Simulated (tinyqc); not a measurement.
## Junction parameters from two forward currents

Problem. D(v) = J1 (exp(v/Vt) - 1) + J2 (exp(v/(2 Vt)) - 1). Find J1, J2 and the voltage 2 Vt ln(J2/J1) near which both parts are equal.

Inputs (values chosen for the exercise): temperature T = 300 K.

Constants: q = 1.602176634e-19 C, kB = 1.380649e-23 J/K, Vt = kB T/q. Results are converted to the units shown.

junction voltages (V): [0.25, 0.69]
currents (uA/um): [6.7166595e-7, 0.86202699]

Solution. The current is linear in J1 and J2, so two points give two equations.

J1 = 2.20e-12 uA/um
J2 = 5.10e-9 uA/um
crossover = 0.401 V

Computed by the program tinyqc: `OMP_NUM_THREADS=1 python tinyqc.py 2182016 2182017 out.jsonl`, one thread of a shared Intel Xeon 2.30GHz, about 0.2 s for the whole run.
